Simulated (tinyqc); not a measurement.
Worked calculation (part 2 of 2): RKS/LDA (VWN5) in the 6-31g basis, for H3+, spin multiplicity 1. Computed by tinyqc, a small Python program that keeps every step (integrals from PySCF). Command: `OMP_NUM_THREADS=1 python tinyqc.py 29890 29891 out.jsonl` (the two numbers bound the seeds that draw the settings). One thread of a shared host (Intel(R) Xeon(R) Processor @ 2.60GHz), about 0.3 s of CPU time with the checks.

Geometry (angstrom):

| atom | x | y | z |
|---|---|---|---|
| H | 0.000000 | 0.000000 | 0.000000 |
| H | 0.000000 | 0.000000 | 1.020000 |
| H | 0.000000 | 1.091000 | 0.239000 |

## Iteration 7 (converged): orbitals

converged F (hartree):
```
           1H 1s      1H 2s      2H 1s      2H 2s      3H 1s      3H 2s
1H 1s  -0.436104  -0.623871  -0.357727  -0.449695  -0.294710  -0.414259
1H 2s  -0.623871  -0.627303  -0.442397  -0.538487  -0.404587  -0.515546
2H 1s  -0.357727  -0.442397  -0.426334  -0.608021  -0.178320  -0.330896
2H 2s  -0.449695  -0.538487  -0.608021  -0.601912  -0.328184  -0.457181
3H 1s  -0.294710  -0.404587  -0.178320  -0.328184  -0.422960  -0.602366
3H 2s  -0.414259  -0.515546  -0.330896  -0.457181  -0.602366  -0.595682
```

X:
```
           1H 1s      1H 2s      2H 1s      2H 2s      3H 1s      3H 2s
1H 1s   1.260830  -0.520783  -0.037550   0.024552  -0.009304   0.020992
1H 2s  -0.520783   1.894331   0.006145  -0.567204  -0.000229  -0.477451
2H 1s  -0.037550   0.006145   1.259785  -0.507878   0.026729   0.019805
2H 2s   0.024552  -0.567204  -0.507878   1.719473   0.016150  -0.254979
3H 1s  -0.009304  -0.000229   0.026729   0.016150   1.257635  -0.507077
3H 2s   0.020992  -0.477451   0.019805  -0.254979  -0.507077   1.645072
```

Diagonalise F' = X^T F X, C = X C', fill 1 alpha and 1 beta electrons from the bottom; D = 2 C_occ C_occ^T. Each column has its largest component positive (the first on a tie).

F' = X^T F X (hartree):
```
           1          2          3          4          5          6
1  -0.049108  -0.474911  -0.142469  -0.055188  -0.091773  -0.055485
2  -0.474911  -0.099177  -0.065174  -0.098717  -0.068237  -0.094089
3  -0.142469  -0.065174  -0.051615  -0.476349  -0.001281  -0.047095
4  -0.055188  -0.098717  -0.476349  -0.116649  -0.050775  -0.084249
5  -0.091773  -0.068237  -0.001281  -0.050775  -0.060325  -0.479353
6  -0.055485  -0.094089  -0.047095  -0.084249  -0.479353  -0.125624
```

orbital energies (hartree): MO1 -0.848892, MO2 -0.477921, MO3 -0.363220, MO4 0.332941, MO5 0.383094, MO6 0.471501

coefficients C:
```
            MO1        MO2        MO3        MO4        MO5        MO6
1H 1s  0.312806  -0.067474   0.369817  -0.851565  -0.049897  -0.946906
1H 2s  0.192310  -0.106889   1.162683   0.889769  -0.047391   1.488371
2H 1s  0.279626  -0.325958  -0.230835  -0.792029   0.549283   0.825111
2H 2s  0.178817  -0.593917  -0.813956   0.639807  -0.910412  -1.147469
3H 1s  0.262967   0.391410  -0.131469  -0.391145  -1.113800   0.454590
3H 2s  0.179942   0.757662  -0.481828   0.032130   1.429540  -0.611546
```

D after iteration 7:
```
          1H 1s     1H 2s     2H 1s     2H 2s     3H 1s     3H 2s
1H 1s  0.195695  0.120312  0.174937  0.111870  0.164515  0.112574
1H 2s  0.120312  0.073967  0.107550  0.068777  0.101143  0.069209
2H 1s  0.174937  0.107550  0.156382  0.100004  0.147065  0.100633
2H 2s  0.111870  0.068777  0.100004  0.063951  0.094046  0.064353
3H 1s  0.164515  0.101143  0.147065  0.094046  0.138304  0.094638
3H 2s  0.112574  0.069209  0.100633  0.064353  0.094638  0.064758
```

## Convergence

Stop when the energy changes by less than 1e-10 hartree and every element of the error matrix X^T (F D S - S D F) X is below 3e-06.

Course of the cycle:

| iteration | E (hartree) | change | largest element of the error matrix |
|---|---|---|---|
| 1 | -0.91594492 | - | 9.93e-02 |
| 2 | -1.24702773 | -3.31e-01 | 3.89e-02 |
| 3 | -1.25004539 | -3.02e-03 | 1.23e-02 |
| 4 | -1.25033338 | -2.88e-04 | 2.58e-03 |
| 5 | -1.25034978 | -1.64e-05 | 4.34e-04 |
| 6 | -1.25035023 | -4.52e-07 | 2.39e-06 |
| 7 | -1.25035023 | -1.40e-11 | 9.67e-08 |

PySCF RKS in the same basis, fine grid = -1.24876207 hartree

Converged in 7 iterations. The coarse grid moves the energy by -1.59e-03 hartree.

## Populations, bond orders and dipole

overlap S:
```
          1H 1s     1H 2s     2H 1s     2H 2s     3H 1s     3H 2s
1H 1s  1.000000  0.658292  0.240665  0.403993  0.185539  0.366627
1H 2s  0.658292  1.000000  0.403993  0.741114  0.366627  0.698228
2H 1s  0.240665  0.403993  1.000000  0.658292  0.093945  0.282954
2H 2s  0.403993  0.741114  0.658292  1.000000  0.282954  0.595467
3H 1s  0.185539  0.366627  0.093945  0.282954  1.000000  0.658292
3H 2s  0.366627  0.698228  0.282954  0.595467  0.658292  1.000000
```

Mulliken: Z minus the diagonal of D S on the atom; Loewdin: the same with S^(1/2) D S^(1/2); Mayer order: 2 sum_s sum (D(s) S)_ij (D(s) S)_ji over the two atoms.

Charges (e):

| atom | Mulliken | Loewdin |
|---|---|---|
| 1H | 0.233019 | 0.231696 |
| 2H | 0.359065 | 0.357125 |
| 3H | 0.407916 | 0.411178 |

Mayer bond orders:

| pair | order |
|---|---|
| 2-1 | 0.491585 |
| 3-1 | 0.454117 |
| 3-2 | 0.379487 |

dipole moment about the origin, x y z (debye): 0.000000  2.157510  2.231442
